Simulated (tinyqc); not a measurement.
# Fully depleted semiconductor-on-insulator film with two gates, non-linear Poisson equation by Newton steps: effects of single changes

One dimension across the film, front interface at x = 0, back interface at x = ts. psi is counted from the intrinsic level, n = ni exp(psi/Vt) (source grounded), holes neglected, acceptors ionised. Gates act through Cox = eps0 eox/tox and Cbox = 3.9 eps0/tb with potentials G1 = Vg - (phiM - chi - Vt ln(Nc/ni)) and G2 = Vb - (phiB - chi - Vt ln(Nc/ni)). Classical Boltzmann densities, no interface charge, no depletion in the back plane.

Parameters, values chosen for the exercise; band and dielectric values close to those of germanium: temperature T = 300 K; band gap Eg = 0.657 eV; relative permittivity eps_r = 15.8; conduction-band density of states at T Nc = 1.05e19 cm^-3; valence-band density of states at T Nv = 5.91e18 cm^-3; electron affinity chi = 4.03 eV; relative permittivity of the gate insulator (close to silicon dioxide) eox = 3.9; insulator thickness tox = 1.3 nm; film thickness ts = 7.8 nm; buried-oxide thickness (eps_r 3.9) tb = 8.9 nm; acceptor density of the film Na = 1.1e16 cm^-3; work function of the front gate phiM = 4.55 eV; work function of the back plane phiB = 4.08 eV; back-gate voltage Vb = 0 V.

Constants: q = 1.602176634e-19 C, kB = 1.380649e-23 J/K, Vt = kB T/q, eps0 = 8.8541878128e-14 F/cm where lengths are in cm. Results are converted to the units shown.

Each table varies one quantity; the others keep the values above.

## Charge against front-gate voltage

ni = sqrt(Nc Nv) exp(-Eg/(2 Vt)), Eg in volts. The Poisson equation eps0 eps_r d2psi/dx2 = q (n + Na), with -eps0 eps_r dpsi/dx = Cox (G1 - psi) at x = 0 and eps0 eps_r dpsi/dx = Cbox (G2 - psi) at x = ts, is solved on 300 equal intervals with half boxes at both ends; N_inv is the trapezoid sum of n. Swing = ln 10/(d ln N_inv/dVg); the last column is (dN_inv/dVb)/(dN_inv/dVg).

Result of one run:
columns A: Vg (V); B: psi front (V); C: psi back (V); D: N_inv (cm^-2); E: centroid/ts; F: swing (mV/decade); G: q dN_inv/dVg over Cox; H: back/front leverage
```
A         B      C        D      E    F      G      H
0.45  0.254  0.249  2.85e11  0.485  128  0.310  0.220
```

What becomes of these results when the front-gate voltage Vg is changed from 0.45 to 0.9 V, all else the same?

Result of the changed run:
columns A: Vg (V); B: psi front (V); C: psi back (V); D: N_inv (cm^-2); E: centroid/ts; F: swing (mV/decade); G: q dN_inv/dVg over Cox; H: back/front leverage
```
A        B      C        D      E    F      G      H
0.9  0.384  0.286  5.49e12  0.201  881  0.866  0.152
```

The whole series:
columns A: Vg (V); B: psi front (V); C: psi back (V); D: N_inv (cm^-2); E: centroid/ts; F: swing (mV/decade); G: q dN_inv/dVg over Cox; H: back/front leverage
```
A            B        C        D      E       F        G      H
0       -0.134  -0.0597   6.05e5  0.712    76.3  1.10e-6  0.283
0.15  -1.86e-4   0.0504   5.72e7  0.654    75.5  1.05e-4  0.267
0.3      0.133    0.160   5.65e9  0.584    75.6   0.0104  0.250
0.45     0.254    0.249  2.85e11  0.485     128    0.310  0.220
0.6      0.323    0.276  1.56e12  0.347     327    0.662  0.180
0.75     0.360    0.283  3.41e12  0.255     590    0.802  0.160
0.9      0.384    0.286  5.49e12  0.201     881    0.866  0.152
1.05     0.402    0.287  7.69e12  0.166  1.19e3    0.900  0.147
1.2      0.415    0.288  9.95e12  0.142  1.50e3    0.921  0.144
```

N_inv passes 1e11 cm^-2 at Vg = 0.401 V. The swing starts at 76.3 mV a decade, against (1 + k) Vt ln 10 = 66.7 for a front channel with k = Cs Cbox/(Cox (Cs + Cbox)) = 0.120, Cs = eps0 eps_r/ts; above threshold this column is no longer a subthreshold swing. The centroid falls from 0.712 to 0.142 of ts and the leverage of the back gate falls from 0.283 to 0.144. For Vg = 0.6, 0.75, 0.9, 1.05, 1.2 the density at an interface exceeds 0.3 Nc, where Boltzmann statistics fail. For Vg = 0, 0.15, 0.6, 0.75, 0.9, 1.05, 1.2 the classical centroid lies within 3 nm of an interface, where confinement, left out, would push it away.

## Threshold and coupling against the back-gate voltage

VT is the Vg for N_inv = 1e11 cm^-2; -dVT/dVb from the linearised equation. Limits with Cs = eps0 eps_r/ts: front channel Cs Cbox/(Cox (Cs + Cbox)), back channel Cbox (Cox + Cs)/(Cox Cs). Swing at N_inv = 1e8 cm^-2.

The same in every row: front-channel limit = 0.120; back-channel limit = 0.362.

Threshold and coupling against the back-gate voltage:
```
Vb (V)   VT (V)  centroid/ts at VT  -dVT/dVb  swing (mV/decade)
-3        0.853             0.0479     0.130               67.3
-2.25     0.755             0.0639     0.133               67.5
-1.5      0.653             0.0961     0.139               68.0
-0.75     0.543              0.189     0.159               69.7
0         0.401              0.525     0.233               75.3
0.75      0.190              0.840     0.316               79.0
1.5     -0.0569              0.919     0.338               79.9
2.25     -0.314              0.946     0.346               80.3
```

What does the table show?

As Vb goes from -3 to 2.25, VT falls from 0.853 to -0.314 V, the centroid rises from 0.0479 to 0.946 of ts and -dVT/dVb rises from 0.130 to 0.346. The coupling covers 3.97 % of the way from the front-channel to the back-channel limit in the first row and 93.4 % in the last. A positive back bias draws the electrons to the back interface, where the back gate has more leverage and the front gate less, so the swing worsens.

Range of the model: In so thin a film or at such density quantum confinement moves the charge away from the interfaces and raises the threshold.

Numbers from tinyqc (`OMP_NUM_THREADS=1 python tinyqc.py 2190120 2190121 out.jsonl`; about 0.7 s on one thread of a shared Intel Xeon 2.30GHz).
